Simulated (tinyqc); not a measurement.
## True capacitance, leakage and series resistance from two frequencies

Inverse problem. A capacitance C in parallel with G and in series with Rs is measured as Cp and D = Gp/(w Cp) at two frequencies. The series reading Cs = Cp (1 + D^2) equals C + G^2/(w^2 C), and Re Z = D/(w Cp (1 + D^2)) = Rs + G/(G^2 + w^2 C^2). Find C, G and Rs.

f (Hz): 1e6  5e6
Cp (pF): 22.9224391  22.9134834
D: 0.173160472  0.0540159268

Answer. w^2 Cs = w^2 C + G^2/C is a straight line in w^2 with slope C; the intercept gives G, and the real part then gives Rs.

C = 23.0 pF
G = 24.4 uS
Rs = 28.0 ohm

Numbers from tinyqc (`OMP_NUM_THREADS=1 python tinyqc.py 2022090 2022091 out.jsonl`; about 0.01 s on one thread of a shared Intel Xeon 2.30GHz).
